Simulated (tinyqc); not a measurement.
Comparisons within one model: Landau levels of a non-parabolic (Kane) conduction band at kz = 0. A value that a table varies takes the place of the one given here.

Three-level Kane model: E = (N + 1/2) 2 muB B/m(E) + s g(E) muB B, s = +/-1/2, with 1/m(E) = 1 + (Ep/3)(2/(E + Eg) + 1/(E + Eg + Dso)) and g(E) = 2 - (2 Ep/3)(1/(E + Eg) - 1/(E + Eg + Dso)); E from the band edge, solved self-consistently; remote bands are left out, and so is the confinement energy of a real sheet, which raises m and lowers |g|.

In a field B along z: l = 1/sqrt((e/hbar) B) is the magnetic length, n_B = B/(h/e) the number of states per area in one level, hbar wc = 2 muB B/m for mass m in m0; 1/angstrom^2 = 1e16/cm^2.

Each listed level takes n_B electrons. At zero temperature and without broadening EF sits in the partly filled level.

Constants: e/hbar = 1.519267448e-05 1/(T angstrom^2); h/e = 413566.7697 T angstrom^2; muB = 5.788381798e-05 eV/T.

Parameters, chosen for this exercise (near those of GaSb; the results hold for these values, not for the real material):
- Eg = 0.809 eV (gap)
- Dso = 0.758 eV (spin-orbit splitting)
- Ep = 27.3 eV (Kane energy)
- Bs = (2, 4, 6, 8, 10, 12, 15) T (fields)
- B = 5.6 T (magnetic field)
- n = 13 x 1e11/cm^2 (electron sheet density)

## The fan of levels

The four lowest levels against B, with their labels in order.

Levels (meV):
```
B (T)  first  second  third  fourth        order
2.00    2.87    3.89   9.57   10.57  0+ 0- 1+ 1-
4.00    5.73    7.74  18.96   20.89  0+ 0- 1+ 1-
6.00    8.57   11.55  28.19   30.99  0+ 0- 1+ 1-
8.00   11.40   15.34  37.26   40.88  0+ 0- 1+ 1-
10.0   14.22   19.08  46.17   50.57  0+ 0- 1+ 1-
12.0   17.02   22.80  54.95   60.07  0+ 0- 1+ 1-
15.0   21.20   28.31  67.86   74.00  0+ 0- 1+ 1-
```

The fourth level grows as B^0.98 over the first two rows and B^0.93 over the last two (1 for a parabolic band without a fixed offset such as a valley splitting, 1/2 for massless Dirac electrons). The order of the levels does not change. At the highest field the lowest level has m(E) = 0.0349 and g(E) = -8.5, against 0.0341 and -8.9 at the edge.

## What each parameter does

The second and third levels from below, nu = n/n_B, and EF. Each row changes one parameter from the base and keeps the others.

Results:
```
case                  second level (meV)  third level (meV)     nu  EF (meV)
base                               10.79              26.36   9.60     79.97
B = 4.76 T                          9.19              22.49  11.29     82.63
Eg = 0.688 eV                      12.63              29.84   9.60     89.99
Dso = 0.91 eV                      10.79              25.73   9.60     78.84
Ep = 32.8 eV                       12.94              31.26   9.60     94.21
n = 15.6 x 1e11/cm^2               10.79              26.36  11.52     95.95
```

The largest shifts from the base row, up to three for each result and ties (the steps differ in size, so this ranks the rows, not the parameters). second level (meV): Ep +2.14, Eg +1.84, B -1.60; unchanged at the printed digits by Dso and n. third level (meV): Ep +4.90, B -3.87, Eg +3.48; unchanged at the printed digits by n. nu: n +1.92, B +1.69; unchanged at the printed digits by Eg, Dso and Ep. EF (meV): n +15.98, Ep +14.25, Eg +10.03.

Program tinyqc; command `OMP_NUM_THREADS=1 python tinyqc.py 1282144 1282145 out.jsonl`; about 0.1 s on one thread of a shared Intel(R) Xeon(R) Processor @ 2.30GHz.
